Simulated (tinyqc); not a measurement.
## Piezoresistors in the (001) plane of a cubic crystal: effect of the direction of the resistor

Plane stress in crystal axes x = [100], y = [010]. First-order piezoresistance: d rho_xx/rho = p11 sxx + p12 syy, d rho_yy/rho = p12 sxx + p11 syy, d rho_xy/rho = p44 sxy; a resistor along d = (cos th, sin th) changes by dR/R = d.(d rho/rho).d. Changes of geometry and second-order terms are left out.

For uniaxial stress along or across the current: pL = p11 - (A/2) sin^2(2 th), pT = p12 + (A/2) sin^2(2 th), A = p11 - p12 - p44. dR/R is for the given stress.

Inputs (values chosen for the exercise); coefficients close to those of lightly doped p-type silicon:

| symbol | value | unit | meaning |
|---|---|---|---|
| p11 | 6.69 | x 1e-11/Pa | piezoresistive coefficient |
| p12 | -1.05 | x 1e-11/Pa | piezoresistive coefficient |
| p44 | 135 | x 1e-11/Pa | piezoresistive coefficient |
| Sx | -52 | MPa | stress sxx |
| Sy | -157 | MPa | stress syy |
| St | -69 | MPa | shear stress sxy |

Result of one run:

| th (deg) | pL (1e-11/Pa) | pT (1e-11/Pa) | pL - pT (1e-11/Pa) | dR/R (%) |
|---|---|---|---|---|
| 30 | 54.413 | -48.773 | 103.19 | -8.4532 |

What becomes of these results when the angle of the current from [100] th is changed from 30 to 20 deg, all else the same?

Result of the changed run:

| th (deg) | pL (1e-11/Pa) | pT (1e-11/Pa) | pL - pT (1e-11/Pa) | dR/R (%) |
|---|---|---|---|---|
| 20 | 32.980 | -27.340 | 60.321 | -6.2657 |

The whole series:

| th (deg) | pL (1e-11/Pa) | pT (1e-11/Pa) | pL - pT (1e-11/Pa) | dR/R (%) |
|---|---|---|---|---|
| 0 | 6.6900 | -1.0500 | 7.7400 | -0.18303 |
| 10 | 14.133 | -8.4933 | 22.627 | -3.3935 |
| 20 | 32.980 | -27.340 | 60.321 | -6.2657 |
| 30 | 54.413 | -48.773 | 103.19 | -8.4532 |
| 45 | 70.320 | -64.680 | 135.00 | -9.9044 |
| 60 | 54.413 | -48.773 | 103.19 | -8.8596 |
| 75 | 22.598 | -16.957 | 39.555 | -5.5988 |
| 90 | 6.6900 | -1.0500 | 7.7400 | -0.99573 |

The sum pL + pT = p11 + p12 = 5.64 holds in every row. |pL - pT|, which sets the output of a bridge under uniaxial stress, is largest at 45 degrees (135) and is 7.74 at 0 degrees. The change dR/R goes from -0.183 through a minimum of -9.90 (at th = 45 deg among the rows listed) to -0.996 %.

Program tinyqc, `OMP_NUM_THREADS=1 python tinyqc.py 2530168 2530169 out.jsonl`; Intel Xeon 2.30GHz, shared host, one thread, about 0.01 s.
